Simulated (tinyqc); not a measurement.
Thermal displacements in the Debye model: Debye-Waller factors, bond-length spread and the Lindemann rule: one step, computed by the program tinyqc. Command: `OMP_NUM_THREADS=1 python tinyqc.py 3004614 3004615 out.jsonl debyewaller walk`. One thread of a shared host (Intel(R) Xeon(R) Processor @ 2.30GHz), about 0.01 s of CPU time with the checks.

A Debye spectrum with three branches of one velocity, cut at k_B Theta; 4 atoms per cube, nearest neighbours at d = 0.707107 a.

Problem. Lindemann melting temperature. <u_x^2> = (3 hbar^2/(2 M k_B Theta)) int_0^1 s coth(s Theta/(2T)) ds (64 Gauss-Legendre points); it tends to 3 hbar^2/(4 M k_B Theta) at T = 0 and to 3 hbar^2 T/(M k_B Theta^2) at high T. Melting is placed where sqrt(3 <u_x^2>) = x_L d; the classical form gives T_m = M k_B Theta^2 (x_L d)^2/(9 hbar^2).

Inputs (values chosen for the exercise, modelled on nickel):

| quantity | value | unit |
|---|---|---|
| atomic mass M | 58.69 | u |
| Debye temperature Theta | 391 | K |
| lattice constant a | 3.524 | angstrom |
| temperature T | 150 | K |
| Lindemann ratio x_L | 0.11 | - |

Structure: fcc.

<u_x^2> = 0.002864015 angstrom^2

Constants: hbar^2/u = 4.18015928e-03 eV angstrom^2; k_B = 8.617333262e-05 eV/K.

Give: Lindemann T_m; classical T_m; ratio sqrt(3 <u_x^2>)/d at T.

Solution.

Lindemann T_m = 1541 K

classical T_m = 1544 K

ratio sqrt(3 <u_x^2>)/d at T = 0.03720

The rule is empirical: x_L is fitted within a family of like crystals, and T_m goes as its square.
